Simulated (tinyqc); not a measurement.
## Undoped gate-all-around wire MOSFET, analytic charge model: effect of the temperature

An undoped round wire of radius R under an insulator shell and a surrounding gate; long channel, electrons only, n = ni exp((psi - V)/Vt) with V the quasi-Fermi potential (0 at the source, Vd at the drain), constant mobility, no quantisation. The radial Poisson equation gives n(r) = n(0)/(1 - (1 - b) r^2/R^2)^2 with b = Q0/(Q + Q0). Q is the electron charge per area of the wire surface.

Nc and Nv are given at 273 K and scale as (T/273 K)^1.5; Eg and mu are held fixed. ni = sqrt(Nc Nv) exp(-Eg/(2 Vt)), Eg in volts; Cox = eps0 eox/(R ln(1 + tox/R)); Q0 = 4 eps0 eps_r Vt/R; V0 = dphi + Vt ln[8 eps0 eps_r Vt/(q ni R^2)]. Q solves Vg - V0 - V = Q/Cox + Vt ln(Q/Q0) + Vt ln(1 + Q/Q0). I = mu (2 pi R/L)[2 Vt (Qs - Qd) + (Qs^2 - Qd^2)/(2 Cox) + Vt Q0 ln((Qd + Q0)/(Qs + Q0))], with Qs at V = 0 and Qd at V = Vd.  I(low) is taken at Vg = 0.27 V, Qs and I(high) at Vg = 1.02 V.

Parameters, values chosen for the exercise; material values close to those of silicon:

| symbol | value | unit | meaning |
|---|---|---|---|
| Eg | 1.11 | eV | band gap |
| eps_r | 11.5 |  | relative permittivity of the semiconductor |
| Nc | 2.41e19 | cm^-3 | conduction-band density of states at the reference temperature |
| Nv | 2.32e19 | cm^-3 | valence-band density of states at the reference temperature |
| eox | 3.93 |  | relative permittivity of the gate insulator |
| tox | 1.1 | nm | insulator thickness |
| R | 15 | nm | wire radius |
| dphi | 0.05 | V | gate work function less that of the intrinsic body |
| mu | 350 | cm^2/(V s) | channel mobility |
| L | 0.5 | um | gate length |
| Vd | 0.05 | V | drain voltage |

Constants: q = 1.602176634e-19 C, kB = 1.380649e-23 J/K, Vt = kB T/q, eps0 = 8.8541878128e-14 F/cm where lengths are in cm. Results are converted to the units shown.

Effect of the temperature:
```
T (K),V0 (V),I(low) (nA),Qs(high) (nC/cm^2),I(high) (uA)
220,0.5351,5.054e-5,1196,3.701
250,0.5242,5.632e-4,1196,3.703
280,0.5131,0.003835,1198,3.712
310,0.5019,0.01835,1201,3.728
340,0.4906,0.06758,1207,3.748
370,0.4792,0.2038,1214,3.773
400,0.4676,0.5257,1222,3.802
430,0.4560,1.196,1231,3.835
```

What does the comparison show?

As T goes from 220 to 430 K, I(low) rises from 5.05e-5 to 1.20 nA and I(high) rises from 3.70 to 3.83 uA. V0 falls from 0.535 to 0.456 V. In every row the surface density at the source at the higher gate voltage passes 0.3 Nc, where Boltzmann statistics fail. In every row the mobility is held fixed, though a real one changes with T.

Computed by the program tinyqc: `OMP_NUM_THREADS=1 python tinyqc.py 2460052 2460053 out.jsonl`, one thread of a shared Intel Xeon 2.30GHz, about 0.02 s for the whole run.
